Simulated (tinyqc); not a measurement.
Scattering rates of a carrier in a spherical band by Fermi's golden rule. From momentum relaxation time tau_m back to acoustic deformation potential D_A. Computed by tinyqc, a small Python program. Command: `OMP_NUM_THREADS=1 python tinyqc.py 3005845 3005846 out.jsonl scatter inv`. One thread of a shared host (Intel(R) Xeon(R) Processor @ 2.30GHz), about 0.01 s of CPU time with the checks.

All processes here are isotropic or elastic, and the rate listed is the momentum relaxation rate.

Inputs (values chosen for the exercise, modelled on holes in silicon):
```
quantity,value,unit
density-of-states mass of one valley m,0.496,m_0
static permittivity eps_s,11.7,-
density rho,2329,kg/m^3
sound velocity v_l,8960,m/s
phonon energy hbar w,61.1,meV
optical or intervalley deformation potential D_o,10,1e8 eV/cm
final valleys Z_f,1,-
ionised impurity density N_I,5.6e+17,1/cm^3
temperature T,250,K
carrier energy E,45,meV
neutral impurity density N_n,1.3e+17,1/cm^3
```

Crystal: non-polar. Band: parabolic. Impurity formula: Brooks-Herring. Further scattering: neutral impurities.

Constants: k_B = 1.380649e-23 J/K; e = 1.602176634e-19 C; hbar = 1.054571817e-34 J s; m_0 = 9.1093837015e-31 kg; hbar = 6.582119569e-16 eV s; k_B = 8.617333262e-05 eV/K; eps_0 = 8.8541878128e-12 F/m.

Method:
- Parabolic band: E = hbar^2 k^2/(2 m), speed v = hbar k/m, states per spin, volume and energy g(E) = m k/(2 pi^2 hbar^2). Masses are multiplied by m_0 and all formulas are in SI units.
- Phonon occupation N_q = 1/(exp(hbar w/(k_B T)) - 1).
- Acoustic deformation potential (elastic, equipartition, absorption and emission together): 1/tau = 2 pi k_B T D_A^2 g(E)/(hbar rho v_l^2).
- Optical or intervalley deformation potential: 1/tau = (pi Z_f D_o^2/(rho w)) [N_q g(E + hbar w) + (N_q + 1) g(E - hbar w)], with g = 0 below the band edge.
- Singly charged impurities, momentum relaxation: 1/tau = N_I e^4 m (1 + 2 alpha E) Phi/(8 pi (eps_s eps_0)^2 hbar^3 k^3), with alpha = 0 for a parabolic band.
- Brooks-Herring: Phi = ln(1 + b) - b/(1 + b), b = 4 k^2 L_s^2.
- Debye screening by free carriers of density N_I: L_s = sqrt(eps_s eps_0 k_B T/(e^2 N_I)).
- Neutral impurities (Erginsoy): 1/tau = 20 N_n a_B hbar/m, a_B = 4 pi eps_s eps_0 hbar^2/(m e^2).
- Rates add: 1/tau_m is the sum, and the mean free path is v tau_m.

Problem. A run gave the result below. Find the acoustic deformation potential D_A, known to lie between 3.2 and 8.9 eV.

momentum relaxation time tau_m = 168.6859 fs

Solution.

Each step takes the trial c = (a f_b - b f_a)/(f_b - f_a), f being the result less the target and a, b, c the logarithms of the listed values; c replaces end b, the old b replaces a if the sign of f changed, and otherwise f_a is halved.

Scan of the range:
```
acoustic deformation potential D_A (eV),momentum relaxation time tau_m (fs)
3.20,184.563
3.79,178.520
4.50,170.549
5.34,160.487
6.33,148.260
7.50,133.966
8.90,117.844
```

False position (Illinois rule, in the logarithm of the input) inside the bracket:
```
step,end a,end b,trial,momentum relaxation time tau_m (fs)
1,4.50000,5.34000,4.64491,168.852
2,5.34000,4.64491,4.65779,168.700
3,5.34000,4.65779,4.66000,168.674
4,4.65779,4.66000,4.65900,168.686
5,4.66000,4.65900,4.65900,168.686
```

Momentum relaxation time tau_m falls at every point of a 13-point scan of the range (every second point is shown), so one value fits; it is bracketed by 4.50 and 5.34. Answer: acoustic deformation potential D_A = 4.659 eV.

Caution: Erginsoy's formula holds for k a_B below about 0.5 and for dopants that stay neutral, which means low temperature; elsewhere it is only a rough constant rate.
